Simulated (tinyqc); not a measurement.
# Epitaxial growth on a vicinal surface: Burton-Cabrera-Frank step flow, step-edge barrier and island nucleation, step by step

A worked calculation. Computed by tinyqc, a small Python program that keeps every step. Command: `OMP_NUM_THREADS=1 python tinyqc.py 3018430 3018431 out.jsonl stepflow walk`. One thread of a shared host (Intel(R) Xeon(R) Processor @ 2.30GHz), about 0.04 s of CPU time with the checks. Intermediate numbers are printed to about 6 digits and carried at full precision; extremes and crossings named in words are read from the listed rows.

Adatoms land at rate F, hop on a square grid (a simplification for hexagonal faces), desorb, or join steps. Lengths are in units of a and n is the adatom coverage. Steps ascend at x = 0 and descend at x = l.

Inputs (values chosen for the exercise, close to those used for Ge(001)): site spacing a = 4 angstrom; step height h = 1.41 angstrom; diffusion barrier E_d = 0.669 eV; desorption energy E_a = 2.51 eV; adatom formation energy E_f = 1.13 eV; step-edge barrier E_s = 0 eV; attempt frequency nu = 10 THz; deposition rate F = 0.075 layers/s; miscut angle = 1 degrees; temperature T = 540 C; critical nucleus size i = 1.

Constants: k_B = 8.617333262e-05 eV/K.

## Scales

D = nu exp(-E_d/(k_B T)) (a^2/s, nu counted per direction); tau = exp(E_a/(k_B T))/nu; x_s = sqrt(D tau); n_eq = exp(-E_f/(k_B T)); terrace width l = h/(a tan(miscut)); Schwoebel length l_s = exp(E_s/(k_B T)) - 1. Temperatures in kelvin are T(C) + 273.15.

D = 7.13906e+08 a^2/s

lifetime tau = 360.241 s

diffusion length x_s = 507127 a

equilibrium coverage n_eq = 9.91824e-08

terrace width l = 20.1947 a

Schwoebel length l_s = 0 a

l/x_s = 3.98e-5: nearly every adatom reaches a step.

## Terrace solution

D n'' - n/tau + F = 0 with n(0) = n_eq and -l_s n'(l) = n(l) - n_eq. With u = n - F tau, A = n_eq - F tau, y = l/x_s, s = l_s/x_s: u = A cosh(x/x_s) + B sinh(x/x_s), B = A (1 - cosh y - s sinh y)/(sinh y + s cosh y). Flux into the ascending step J+ = D B/x_s, over the descending one J- = -(D/x_s)(A sinh y + B cosh y); step velocity J+ + J-; growth rate (J+ + J-)/l. For small y: J+ + J- = (F - n_eq/tau) l, J-/J+ = l/(l + 2 l_s). The coverage peaks where n' = 0, tanh(x/x_s) = -B/A.

J+ = 0.757302 atoms per step site and s

J- = 0.757302 atoms per step site and s

growth rate = 0.0750000 layers/s

peak coverage = 1.04538e-07

position of the peak = 10.0974 a

3.8e-7 % of the flux desorbs; even closely spaced steps lose n_eq/tau, 3.7e-7 % of F. The ascending step takes 50.0 %, half, as there is no barrier.

## Step flow or islands

Island density on a flat surface without desorption: N = 0.25 (F/D)^(i/(i+2)) exp(E_i/((i+2) k_B T)) per site, with E_i = 0 for i = 1; spacing l_n = N^(-1/2). Step flow needs an effective width l_eff = 2 x(peak) below l_n.

island density N on a flat surface = 1.17963e-04 per site

island spacing l_n = 92.0718 a

ratio l_eff/l_n = 0.219337

Steps capture adatoms before they meet: step flow. Caution: the prefactor 0.25 and the criterion are estimates, good to a factor of about two in length.

## Growth mode over temperature

x(peak) solves tanh(x/x_s) = -B/A. Rows where evaporation outweighs deposition are left out.

Scales:
```
T (C)      x_s (a)  l_s (a)  incorporated share  l_n (a)  l_eff/l_n
340    3.68161e+07        0             1.00000   54.792   0.368573
390    9.89864e+06        0             1.00000   64.241   0.314358
440    3.19967e+06        0             1.00000   73.659   0.274166
490    1.19924e+06        0             1.00000   82.956   0.243438
540    5.07127e+05        0             1.00000   92.072   0.219337
590    2.36938e+05        0             1.00000  100.962   0.200023
640    1.20322e+05        0             1.00000  109.599   0.184261
690    6.55553e+04        0             0.99999  117.965   0.171193
740    3.79230e+04        0             0.99990  126.051   0.160211
```

The ratio stays below 1: step flow in every row. Incorporation goes from 100.0 % to 100.0 %.

Checks made by the program: growth rate against F minus desorption, from a numerical solution (relative difference below 1e-10).
